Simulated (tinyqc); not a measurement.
Three-level Kane dispersion of a narrow-gap semiconductor, step by step. Values are carried at full precision from step to step, so a last printed digit may differ when a step is redone from the rounded ones.

Zero of energy at Gamma8, c = hbar^2/2m0, P^2 = Ep c. The free-electron term and remote bands are left out, so the heavy holes are flat at E = 0 and the other three bands obey E (E - Eg)(E + Dso) = P^2 k^2 (E + 2 Dso/3). The conduction band is the highest root; its edge is Ec = max(Eg, 0).

Constants: hbar^2/2m0 = 3.80998211 eV angstrom^2; hbar = 6.58211957e-16 eV s; e^2/(4 pi eps0) = 14.39964547 eV angstrom; muB = 5.788381798e-05 eV/T.

Values chosen for the exercise (a gap close to zero; not measured data): Eg = -0.063 eV (E(Gamma6) - E(Gamma8)); Dso = 1.02 eV (spin-orbit splitting); Ep = 18.8 eV (Kane energy); k = 0.009 1/angstrom (wave vector); n = 2.9e+17 cm^-3 (electron density); eps = 13.1 (high-frequency dielectric constant); B = 1.4 T (magnetic field).

## The three bands at one k

Expand the equation into E^3 + a2 E^2 + a1 E + a0 = 0 and give its roots; compare with the two-level form (Dso to infinity) E = Eg/2 +/- sqrt(Eg^2/4 + (2/3) P^2 k^2).

P^2 k^2 = 0.005802 eV^2

a2, a1, a0: [1.083000, 0.058458, -0.003945]

roots (eV): [-1.0220, -0.0997, 0.0387]

two-level form (eV): [-0.1012, 0.0382]

The two-level form misses the highest root by -0.5 meV. The order is inverted: the band that would be the light hole curves upward from Gamma8 and touches the heavy holes, so there is no gap.

## Mass at the edge and limiting velocity

For Eg < 0 the conduction band starts at Gamma8 with m0* = 3 |Eg|/(2 Ep). In the two-level form the velocity tends to v = sqrt(2/3) P/hbar, and |Eg| = 2 m v^2 with m = 3 |Eg|/(2 Ep), as for a relativistic particle. 1 angstrom = 1e-10 m.

m0* = 0.00503 m0
P = 8.4633 eV angstrom
v = 1.050e+06 m/s
k at which the linear part sets in, |Eg|/(2 hbar v) = 0.00456 1/angstrom

## Fermi level and mass at a given density

Degenerate electrons at T = 0: kF = (3 pi^2 n)^(1/3), 1 cm^-3 = 1e-24 angstrom^-3; EF is the highest root at kF. The momentum (cyclotron, optical) mass is m(E) = hbar^2 k/(dE/dk) = c d(k^2)/dE with d(k^2)/dE = k^2 [1/E + 1/(E - Eg) + 1/(E + Dso) - 1/(E + 2 Dso/3)]; the density of states is k d(k^2)/dE/(2 pi^2).

Edge mass m0* = 3 |Eg|/(2 Ep).

Compare EF - Ec with the parabolic value c kF^2/m0*.

kF = 0.02048 1/angstrom
EF - Ec = 0.1170 eV
parabolic value = 0.3178 eV
m(EF) = 0.02193 m0
m(EF)/m0* = 4.364
density of states at EF = 5.972e+18 1/(eV cm^3)

The parabola overstates EF - Ec by a factor of 2.72; (EF - Ec)/|Eg| = 1.86, and the two-level rule 1 + 2 (EF - Ec)/|Eg| = 4.714 estimates the mass ratio.

## Plasma and cyclotron energies

hbar wp = sqrt(8 pi c (e^2/4 pi eps0) n/(eps m)), hbar wc = 2 muB B/m (classical limit), with m = m(EF) and, for comparison, the edge mass; n in angstrom^-3.

hbar wp with m(EF), with m0* (meV): [37.30, 77.93]

hbar wc with m(EF), with m0* (meV): [7.39, 32.24]

EF - Ec = 117.0 meV is 16 times hbar wc, so the classical value applies.

## Checks

- Roots of the cubic against the 8 x 8 Kane matrix without remote terms: they agree to 1e-10 or better.
- m(E) near the edge against m0*: both 0.005027.

Run: tinyqc, `OMP_NUM_THREADS=1 python tinyqc.py 1050675 1050676 out.jsonl`; Intel(R) Xeon(R) Processor @ 2.30GHz, one thread, shared host; about 0.01 s of CPU time with all checks.
